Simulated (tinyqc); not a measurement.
From swing factor S back to insulator thickness t_ox: MOS capacitor with interface traps: C-V stretch-out, conductance peak and subthreshold swing. Computed by tinyqc, a small Python program. Command: `OMP_NUM_THREADS=1 python tinyqc.py 3009826 3009827 out.jsonl mostraps inv`. One thread of a shared host (Intel(R) Xeon(R) Processor @ 2.30GHz), about 0.02 s of CPU time with the checks.

Energies at the interface are counted from the valence band. psi > 0 means bending towards depletion, so the surface potential is -psi. Boltzmann statistics, full ionisation, no quantum confinement. Traps are neutral when filled up to E_n, with a sharp (zero-temperature) occupation.

Inputs (values chosen for the exercise, for a model semiconductor):

| quantity | value | unit |
|---|---|---|
| gap E_g | 3.09 | eV |
| electron mass m_e | 0.367 | m_0 |
| valleys M_c | 3 | - |
| hole mass m_h | 2.17 | m_0 |
| dielectric constant eps_s | 11.7 | - |
| doping N | 4.7e+16 | cm^-3 |
| insulator constant eps_ox | 3.92 | - |
| work-function difference phi_ms | 0.6 | V |
| fixed charge N_f | -1.2e+11 | cm^-2 |
| trap density D_0 | 8e+11 | cm^-2 eV^-1 |
| neutrality level E_n | 2.07 | eV |
| band bending towards depletion psi | 0.89 | V |
| temperature T | 200 | K |

Substrate: n-type. Trap spectrum: flat.

Constants: m_0 = 9.1093837015e-31 kg; k_B = 1.380649e-23 J/K; h = 6.62607015e-34 J s; k_B = 8.617333262e-05 eV/K; eps_0 = 8.8541878128e-12 F/m; e = 1.602176634e-19 C.

Method:
- N_c = 2 M_c (2 pi m_e k_B T/h^2)^(3/2) and N_v = 2 (2 pi m_h k_B T/h^2)^(3/2), masses in units of m_0.
- n_i = sqrt(N_c N_v) exp(-E_g/2 k_B T); E_F = E_g - k_B T ln(N_c/N); phi_B = (k_B T/e) ln(N/n_i); L_D = sqrt(eps_s eps_0 k_B T/(e^2 N)); C_ox = eps_ox eps_0/t_ox.
- With u = psi/k_B T and r = (n_i/N)^2: F = sqrt(exp(-u) + u - 1 + r (exp(u) - u - 1)); Q_s = +sign(u) sqrt(2) eps_s eps_0 (k_B T/e) F/L_D; C_s = (eps_s eps_0/(sqrt(2) L_D)) |1 - exp(-u) + r (exp(u) - 1)|/F; at high frequency, below strong inversion, the terms in r are dropped.
- D(E) = D_0.
- E_F at the interface is E_s = E_F - psi; Q_it = -e int from E_n to E_s of D(E) dE; C_it = e D(E_s) (per volt); V_G = phi_ms - psi - (Q_s + Q_it + e N_f)/C_ox.
- C_LF = [1/C_ox + 1/(C_s + C_it)]^-1; C_HF = [1/C_ox + 1/C_s(HF)]^-1; high-low estimate D = [(1/C_LF - 1/C_ox)^-1 - (1/C_HF - 1/C_ox)^-1]/e; stretch-out |dV_G/d psi| = 1 + (C_s + C_it)/C_ox; swing factor at this bending (the subthreshold swing when psi lies between phi_B and 2 phi_B) S = ln(10) (k_B T/e)(1 + (C_s(HF) + C_it)/C_ox).

Question. A run gave the result below. Find the insulator thickness t_ox, known to lie between 16 and 39 nm.

swing factor S = 111.5075 mV/decade

Answer.

Each step takes the trial c = (a f_b - b f_a)/(f_b - f_a), f being the result less the target and a, b, c the logarithms of the listed values; c replaces end b, the old b replaces a if the sign of f changed, and otherwise f_a is halved.

Scan of the range:

| insulator thickness t_ox (nm) | swing factor S (mV/decade) |
|---|---|
| 16.0 | 75.362 |
| 18.6 | 81.159 |
| 21.5 | 87.626 |
| 25.0 | 95.430 |
| 29.0 | 104.350 |
| 33.6 | 114.607 |
| 39.0 | 126.648 |

False position (Illinois rule, in the logarithm of the input) inside the bracket:

| step | end a | end b | trial | swing factor S (mV/decade) |
|---|---|---|---|---|
| 1 | 29.0000 | 33.6000 | 32.1379 | 111.347 |
| 2 | 33.6000 | 32.1379 | 32.2085 | 111.504 |
| 3 | 33.6000 | 32.2085 | 32.2114 | 111.511 |
| 4 | 32.2085 | 32.2114 | 32.2100 | 111.507 |

Swing factor S rises at every point of a 13-point scan of the range (every second point is shown), so one value fits; it is bracketed by 29.0 and 33.6. The scan shows a straight line, so linear interpolation between any two rows gives the answer at once. Answer: insulator thickness t_ox = 32.21 nm.

Caution: traps deeper than about 24 k_B T and minority carriers reach equilibrium slowly or not at all, so the charges here are limits for very slow sweeps.
